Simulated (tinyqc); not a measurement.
Ellipsometry and reflectance of a transparent film on an absorbing substrate: one step of the calculation.

Air (index 1), film, substrate with N2 = n2 - i k2; time factor exp(+i w t). q_j = sqrt(N_j^2 - sin^2 th), root with positive real part. Fresnel coefficients r_s = (q_a - q_b)/(q_a + q_b), r_p = (N_b^2 q_a - N_a^2 q_b)/(N_b^2 q_a + N_a^2 q_b). tan(Psi) exp(i Delta) = R_p/R_s, Delta taken from 0 to 360 degrees.

Problem. Psi, Delta and reflectances. beta = 2 pi d q1/lam, X = exp(-2 i beta), R = (r01 + r12 X)/(1 + r01 r12 X) for p and s.

Parameters, values chosen for the exercise:
```
symbol,value,unit,meaning
lam,632.8,nm,wavelength
d,170,nm,film thickness
```

q1 = 0.95608577
r01,p = -0.069365969
r01,s = -0.31322727
r12,p = 0.39173559-0.00196315i
r12,s = -0.59661687+0.00165865i

Give: beta; X; R_p; R_s; Psi; Delta; |R_p|^2; |R_s|^2.

Solution.

beta = 1.614 rad
X = -0.9963+0.0860i
R_p = -0.4475+0.0336i
R_s = 0.3438-0.0721i
Psi = 51.94 degrees
Delta = 187.5 degrees
|R_p|^2 = 0.2013
|R_s|^2 = 0.1234

The bare substrate gives Psi = 23.38 and Delta = 179.72 degrees.

Computed by the program tinyqc: `OMP_NUM_THREADS=1 python tinyqc.py 2870177 2870178 out.jsonl`, one thread of a shared Intel Xeon 2.30GHz, about 0.01 s for the whole run.
